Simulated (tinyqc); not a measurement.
Inside a calculation. Model: frequency dispersion of an accumulation capacitance by border traps, distributed model.

Computed by the program tinyqc: `OMP_NUM_THREADS=1 python tinyqc.py 2202038 2202039 out.jsonl`, one thread of a shared Intel Xeon 2.30GHz, about 0.4 s for the whole run. Printed values are rounded.

Traps spread evenly through the insulator exchange electrons with the semiconductor by tunnelling, with tau(x) = t0 exp(2 ka x) at depth x from the interface. The admittance per area Y seen at depth x obeys dY/dx = -Y^2/(i w eps0 eox) + q Nb ln(1 + i w tau)/tau, with Y(0) = i w Cs and w = 2 pi f; the gate sees Y(tox) = G + i w C. Working variable y = Y/(i w), in uF/cm^2. Cox = eps0 eox/tox.

Inputs (values chosen for the exercise); permittivity close to that of aluminium oxide:

| symbol | value | unit | meaning |
|---|---|---|---|
| eox | 8.57 |  | relative permittivity of the insulator |
| tox | 5.3 | nm | insulator thickness |
| Cs | 3.5 | uF/cm^2 | semiconductor capacitance in accumulation |
| Nb | 4.5e19 | cm^-3 eV^-1 | density of border traps |
| ka | 5 | 1/nm | decay constant of the wave function in the insulator |
| t0 | 1e-10 | s | time constant of a trap at the interface |
| f | 1000 | Hz | frequency |
| xe | 1.9 | nm | depth down to which the steps are taken |

Constants: q = 1.602176634e-19 C, eps0 = 8.8541878128e-14 F/cm where lengths are in cm. Results are converted to the units shown.

## Scales and lumped estimate

Cox; trap-free value 1/(1/Cox + 1/Cs); response depth d = ln(1/(w t0))/(2 ka), where w tau = 1; lumped estimate: all traps within d act as C_bt = q Nb d placed at d/2, so C = 1/{1/[1/(1/Cs + d/(2 eps0 eox)) + C_bt] + (tox - d/2)/(eps0 eox)}.

Cox = 1.43171 uF/cm^2
trap-free C = 1.01607 uF/cm^2
d = 1.42802 nm
C_bt = 1.02957 uF/cm^2
lumped C = 1.13972 uF/cm^2

The traps within reach amount to 0.294 Cs and lie in the first 26.9 % of the insulator.

## Midpoint steps through the active depth

In terms of y: dy/dx = -y^2/(eps0 eox) + s(x), s = q Nb ln(1 + z)/z, z = i w tau. 11 midpoint steps of h = xe/11: y_half = y + (h/2) y'(x, y), y(new) = y + h y'(x + h/2, y_half).

x, point 0 to 11 (nm): [0, 0.172727, 0.345455, 0.518182, 0.690909, 0.863636, 1.03636, 1.20909, 1.38182, 1.55455, 1.72727, 1.9]
s, point 0 to 11 (uF/(cm^2 nm)): [0.720979+0.000000i, 0.720979-0.000001i, 0.720979-0.000007i, 0.720979-0.000040i, 0.720979-0.000227i, 0.720976-0.001276i, 0.720884-0.007176i, 0.717988-0.040122i, 0.643373-0.191263i, 0.263613-0.265193i, 0.054996-0.108271i, 0.010041-0.030344i]
y, point 0 to 11 (uF/cm^2): [3.50000+0.00000i, 3.35784+0.00000i, 3.23572+0.00000i, 3.13023+0.00000i, 3.03869-0.00002i, 2.95892-0.00011i, 2.88916-0.00060i, 2.82787-0.00338i, 2.77128-0.01852i, 2.68224-0.06319i, 2.54728-0.08502i, 2.41173-0.08508i]

## Capacitance and conductance at the gate

y at xe = 2.41173-0.08508i uF/cm^2

Beyond xe the traps are ignored, so 1/y(tox) = 1/y(xe) + (tox - xe)/(eps0 eox); C = Re y, G/w = -Im y, loss tangent G/(w C).

y at the gate = 1.15949-0.01965i uF/cm^2
C = 1.15949 uF/cm^2
G/w = 0.0196471 uF/cm^2
loss tangent = 0.0169445

A fine integration over the whole insulator gives C = 1.1599 and G/w = 0.02046 uF/cm^2; the coarse G/w is 4.0 % below that. The fine C is 14 % above the trap-free value, and the lumped estimate is 1.7 % below the fine result.
